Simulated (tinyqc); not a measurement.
# CMOS inverter, nodal equation and switching, step by step

Numbers from tinyqc (`OMP_NUM_THREADS=1 python tinyqc.py 2340092 2340093 out.jsonl`; about 0.04 s on one thread of a shared Intel Xeon 2.30GHz). Printed values are rounded.

An n-channel pull-down (bn, VTn) and a p-channel pull-up (bp, VTp) share the input Vin and the output node Vout, which carries the load C. Transistor (EKV form, voltages against the body): I = 2 n b Vt^2 [F(vp - Vs) - F(vp - Vd)] from drain to source, F(v) = ln^2(1 + exp(v/(2 Vt))), vp = (Vg - VT + sg |Vd - Vs|)/n. n-channel bodies are at 0; for the p-channel device all voltages are counted down from Vdd. b in uA/V^2 gives I in uA. Static: In = Ip. Transient: C dVout/dt = Ip - In. No velocity saturation, no gate capacitance beyond C.

Parameters, values chosen for the exercise: temperature T = 250 K; supply voltage Vdd = 0.75 V; slope factor n = 1.24; drain-induced barrier lowering sg = 0.047; n-channel threshold VTn = 0.32 V; p-channel threshold (magnitude) VTp = 0.39 V; gain factor of the pull-down transistor bn = 390 uA/V^2; gain factor of the pull-up transistor bp = 390 uA/V^2; load capacitance C = 2.6 fF; input voltage Vin = 0.4 V; time step dt = 7 ps.

Constants: q = 1.602176634e-19 C, kB = 1.380649e-23 J/K, Vt = kB T/q. Results are converted to the units shown.

## Iteration 1: output voltage by Newton steps

Vout at the start = 0.38 V

f = In - Ip at (Vin, Vout); G = df/dVout by a central difference with +/- 1e-6 V; Vout(new) = Vout - f/G, the step limited to +/- 0.1 V.

In = 1.760178 uA
Ip = 0.1139232 uA
G = 1.50550 uS
Vout after iteration 1 = 0.28 V

## Iteration 2: output voltage by Newton steps

As before.

In = 1.628727 uA
Ip = 0.1306635 uA
G = 1.45961 uS
Vout after iteration 2 = 0.18 V

## Course of the iteration: output voltage by Newton steps

Stop when Vout changes by less than 1e-9 V, or after 30 iterations.

Course of the iteration:
```
iteration     Vout (V)  |change| (V)
1                 0.28         0.100
2                 0.18         0.100
3                 0.08         0.100
4                -0.02         0.100
5          0.002242080        0.0222
6          0.006668199       4.43e-3
7          0.006817728       1.50e-4
8          0.006817896       1.68e-7
9          0.006817896      2.12e-13
```

Converged in 9 iterations. At the end the number of correct digits about doubles with each step. On the way 1 iterate(s) lie more than 5 mV outside the rails, the first at -0.0200 V, before the steps return.

## Transfer curve

Vin, point 0 to 10 (V): 0  0.075  0.15  0.225  0.3  0.375  0.45  0.525  0.6  0.675  0.75

For each Vin solve In = Ip; gain = dVout/dVin.

```
point   Vout (V)  supply current (uA)     gain
0      0.7499999            1.0490e-5   0.0000
1      0.7499985            1.7126e-4  -0.0001
2      0.7499668            0.0026772  -0.0014
3      0.7492839             0.035858  -0.0292
4      0.7335695              0.31507  -0.7714
5      0.0209167              0.35527  -1.0420
6      0.0008780             0.042159  -0.0358
7      0.0000407            0.0032046  -0.0017
8      0.0000019            2.0612e-4  -0.0001
9      0.0000001            1.2643e-5   0.0000
10     0.0000000            7.6609e-7   0.0000
```

The switching point Vin = Vout lies at 0.3416 V, with a gain of -21.3. The current peaks at 0.355 uA among the points, against 1.0e-5 and 7.7e-7 uA of leakage at the ends.

## Switching point and noise margins

VM solves In = Ip with Vin = Vout. VIL and VIH are the inputs at which the gain is -1; NML = VIL - Vout(VIH), NMH = Vout(VIL) - VIH.

VM = 0.34157 V
gain at VM = -21.276
VIL = 0.30435 V
VIH = 0.37565 V
NML = 0.28410 V
NMH = 0.35410 V

VM lies 33 mV below Vdd/2, and the high margin is the larger one. With both transistors saturated the size of the gain tends to 1/sg = 21.3; here it is within 0.01 % of that.

## Step 1: one time step of the falling output

Vout at t = 0 = 0.75 V

The input steps to Vdd at t = 0; I = In - Ip. Implicit Euler: V(new) = V - (dt/C) I(V(new)), solved for V(new); 1 ps uA/fF = 1 mV.

I(V) = 34.04099 uA
I(V(new)) = 33.42499 uA
Vout after step 1 = 0.6600096 V

## Step 2: one time step of the falling output

As before.

I(V) = 33.42499 uA
I(V(new)) = 32.82549 uA
Vout after step 2 = 0.5716333 V

## Delays and energy

For a step input the delay to Vdd/2 is tHL = C times the integral of dV/(In - Ip) from Vdd/2 to Vdd at Vin = Vdd, and tLH likewise with Ip - In from 0 to Vdd/2 at Vin = 0. Energy drawn for one full cycle of the output: C Vdd^2. Leakage power: Vdd times the mean of the supply currents at Vin = 0 and Vdd.

tHL = 29.77867 ps
tLH = 41.53266 ps
energy = 1.462500 fJ
leakage power = 0.004220909 nW

Time steps as above cross Vdd/2 at 30.1 ps by linear interpolation, 1.1 % above tHL. tLH/tHL = 1.39, with bn/bp = 1.00.
